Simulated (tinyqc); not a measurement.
Worked calculation: nucleation and growth of vacancy voids in a cooling silicon-like crystal. Computed by tinyqc, a small Python program that keeps every step. Command: `OMP_NUM_THREADS=1 python tinyqc.py 3006237 3006238 out.jsonl voids walk`. One thread of a shared host (Intel(R) Xeon(R) Processor @ 2.30GHz), about 0.5 s of CPU time with the checks. Intermediate numbers are printed to about 5 digits and carried at full precision; extremes and crossings named in words are read from the listed rows.

Spherical voids; vacancies are lost only to voids.

Inputs (values chosen for the exercise, close to those used for silicon):

| quantity | value | unit |
|---|---|---|
| vacancy density at the melting point C_m | 8e+14 | 1/cm^3 |
| formation energy E_f | 4.19 | eV |
| melting point T_m | 1685 | K |
| diffusion prefactor D0 | 0.001 | cm^2/s |
| migration energy E_m | 0.45 | eV |
| site density rho | 5e+22 | 1/cm^3 |
| void surface energy gamma | 0.854 | J/m^2 |
| cooling rate q | 0.52 | K/min |
| ratio (V/G)/xi_c | 1.48 | - |
| limit of the excess at high V/G | 1.3e+14 | 1/cm^3 |
| temperature of the worked step T | 1380 | K |
| temperature step | 0.125 | K |

Vacancy supply: from V/G.

Constants: k_B = 8.617333262e-05 eV/K; k_B = 1.380649e-23 J/K; e = 1.602176634e-19 C.

## Vacancy excess

C = C_x (u - 1)/(u + 0.2) with u = (V/G)/xi_c, a form chosen for the exercise.

initial excess C = 3.7143e+13 1/cm^3

## Nucleation rate at T with the initial excess

C_e = C_m exp[-(E_f/k_B)(1/T - 1/T_m)]; D = D0 exp(-E_m/(k_B T)); f = k_B T ln(C/C_e); r* = 2 gamma/(rho f); W* = 16 pi gamma^3/(3 rho^2 f^2); Z = f/sqrt(12 pi W* k_B T); I = rho Z (4 pi r* D C) exp(-W*/(k_B T)).

C_e = 1.3593e+12 1/cm^3

D = 2.2730e-05 cm^2/s

driving force f = 0.39336 eV

critical radius r* = 0.54202 nm

W*/(k_B T) = 55.158

rate I = 2.3141 1/(cm^3 s)

Cooling by 10 K multiplies I by 790: nucleation switches on within a narrow range of temperature.

## Cooling through the nucleation range

March down from 1500 K in steps dT, dt = dT/q, with values at the upper end of each step: a class of I dt voids is born with r*; then all classes grow by r^2 += 2 D (C - C_e) dt/rho; C falls by the vacancies added to voids. Stop at 1150 K. T_n is the T of the largest I, N the final count (classes under 1e-6 /cm^3 are dropped), and the mean radius the number average.

Rows around the peak of I:

| T (K) | C (1/cm^3) | C_e (1/cm^3) | I (1/(cm^3 s)) | voids (1/cm^3) | mean radius (nm) |
|---|---|---|---|---|---|
| 1399.375 | 3.7143e+13 | 2.2139e+12 | 4.6374e-08 | 0 | 0.000 |
| 1389.375 | 3.7143e+13 | 1.7241e+12 | 1.1218e-03 | 1.3260e-01 | 18.792 |
| 1379.375 | 3.7141e+13 | 1.3377e+12 | 3.6497e+00 | 5.3830e+02 | 20.502 |
| 1374.375 | 3.7076e+13 | 1.1767e+12 | 1.0951e+02 | 1.8431e+04 | 21.493 |
| 1371.375 | 3.6658e+13 | 1.0891e+12 | 5.3355e+02 | 1.1349e+05 | 22.875 |
| 1369.375 | 3.5631e+13 | 1.0341e+12 | 8.0461e+02 | 2.7442e+05 | 25.424 |
| 1367.375 | 3.3468e+13 | 9.8179e+11 | 4.4666e+02 | 4.3134e+05 | 30.657 |
| 1365.375 | 3.0317e+13 | 9.3196e+11 | 8.2215e+01 | 4.8797e+05 | 37.893 |
| 1363.375 | 2.6746e+13 | 8.8453e+11 | 6.0147e+00 | 4.9570e+05 | 44.644 |
| 1360.375 | 2.1471e+13 | 8.1763e+11 | 2.6919e-02 | 4.9617e+05 | 52.081 |
| 1357.375 | 1.6819e+13 | 7.5552e+11 | 2.0314e-05 | 4.9617e+05 | 57.174 |

temperature of peak nucleation T_n = 1369.375 K

void density N = 4.9617e+05 1/cm^3

mean radius = 70.495 nm

vacancies left at 1150 K = 2.7622e+09 1/cm^3

I rises as supersaturation builds and collapses once the first voids have drawn C down by 4 % at the peak. Nearly all the excess then goes into these voids: [3 C/(4 pi rho N)]^(1/3) = 71.0 nm.

## Cooling rate

The formulas are those given above.

At fixed C:

| q (K/min) | T_n (K) | N (1/cm^3) | mean radius (nm) |
|---|---|---|---|
| 0.052 | 1378.000 | 1.6593e+04 | 219.08 |
| 0.130 | 1374.750 | 6.4161e+04 | 139.52 |
| 0.260 | 1372.125 | 1.7844e+05 | 99.17 |
| 0.520 | 1369.375 | 4.9617e+05 | 70.50 |
| 1.000 | 1366.750 | 1.3018e+06 | 51.09 |
| 2.100 | 1363.500 | 3.8874e+06 | 35.46 |
| 5.200 | 1359.250 | 1.4790e+07 | 22.70 |

Over the rows N goes as q^1.48 and the radius as q^-0.49, near the 3/2 and -1/2 of the scaling argument (depletion time 1/(4 pi N r D) equal to the time in the nucleation range, at fixed N r^3). T_n drops only 19 K for a factor 100 in q. Fast cooling gives many small voids, which an anneal can dissolve.

## Vacancy excess varied

The formulas are those given above.

At fixed q:

| C (1/cm^3) | T_n (K) | N (1/cm^3) | mean radius (nm) |
|---|---|---|---|
| 1.50e+13 | 1326.625 | 9.6422e+05 | 41.72 |
| 2.20e+13 | 1344.500 | 7.2821e+05 | 52.07 |
| 3.70e+13 | 1369.250 | 4.9758e+05 | 70.34 |
| 5.90e+13 | 1392.125 | 3.5361e+05 | 92.12 |
| 9.30e+13 | 1415.125 | 2.5350e+05 | 119.84 |

More vacancies nucleate earlier (T_n rises by 88 K) and give fewer, larger voids: N goes as C^-0.73 and the radius as C^0.58, steeper than the -1/2 and +1/2 of the scaling argument at fixed D, because D rises with T_n.

Checks made by the program: Z against the curvature of W(n) (relative difference below 1e-10); N against a run with half the step (relative difference 1e-03).
